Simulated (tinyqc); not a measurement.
# Worked calculation: small-signal admittance of a forward-biased p+-n diode

Computed by the program tinyqc: `OMP_NUM_THREADS=1 python tinyqc.py 2890156 2890157 out.jsonl`, one thread of a shared Intel Xeon 2.30GHz, about 0.01 s for the whole run. Printed values are rounded.

Holes injected into a neutral base of width wb with an ohmic contact at its end; low injection, p0 far above the equilibrium density. A small voltage v exp(i w t), w = 2 pi f, modulates the edge density by p0 v/Vt, and the small-signal density obeys Dp d2p/dx2 = (1/tau + i w) p.

Values chosen for this exercise; permittivity close to that of silicon:
- T = 350 K (temperature)
- eps_r = 11.7 (relative permittivity)
- Nd = 6.9e15 cm^-3 (donor density of the base)
- Dp = 7.5 cm^2/s (hole diffusion coefficient)
- tau = 9e-9 s (hole lifetime)
- wb = 6 um (width of the neutral base)
- p0 = 3.4e14 cm^-3 (excess hole density at the junction edge)
- Na = 4e19 cm^-3 (acceptor density of the p+ side)
- f = 1.2e6 Hz (signal frequency)

Constants: q = 1.602176634e-19 C, kB = 1.380649e-23 J/K, Vt = kB T/q, eps0 = 8.8541878128e-14 F/cm where lengths are in cm. Results are converted to the units shown.

## Closed-form admittance

L = sqrt(Dp tau); direct current J = (q Dp p0/L) coth(wb/L); k = sqrt(1 + i w tau)/L; diffusion admittance Y = (q Dp p0/Vt) k coth(k wb) = G + i w C_diff; junction capacitance C_j = sqrt(q eps0 eps_r Nd/(2 Vr)) in the depletion approximation, with the remaining barrier Vr = Vt ln(Na/p0), a rough value under forward bias; base-width modulation is left out.

L = 2.598076 um
J = 1.603863 A/cm^2
k wb = 2.310728+0.078311i
Y = 53.19755+1.63941i S/cm^2
C_diff = 0.2174340 uF/cm^2
C_j = 0.04032505 uF/cm^2

G is 1.00 times its low-frequency value J/Vt, and C_diff is 5.39 times C_j.

## The same by finite differences

7 equal intervals, h = wb/7; u = small-signal density over its edge value, u_0 = 1, u_7 = 0; u_(i-1) + b u_i + u_(i+1) = 0 with b = -2 - h^2 (1/tau + i w)/Dp; Y = (q Dp p0/(Vt h)) (-b/2 - u_1), which includes the half box at the edge.

b = -2.108844-0.007386i

| node | u |
|---|---|
| 1 | 0.7131247-0.0071243i |
| 2 | 0.5039211-0.0097569i |
| 3 | 0.3496380-0.0097295i |
| 4 | 0.2334827-0.0081787i |
| 5 | 0.1428009-0.0057936i |
| 6 | 0.0677048-0.0029844i |

Y on the mesh = 53.93727+1.70952i S/cm^2

Against the closed form the real part is 1.4 % above it and the imaginary part 4.3 % above it; |k h| = 0.33.
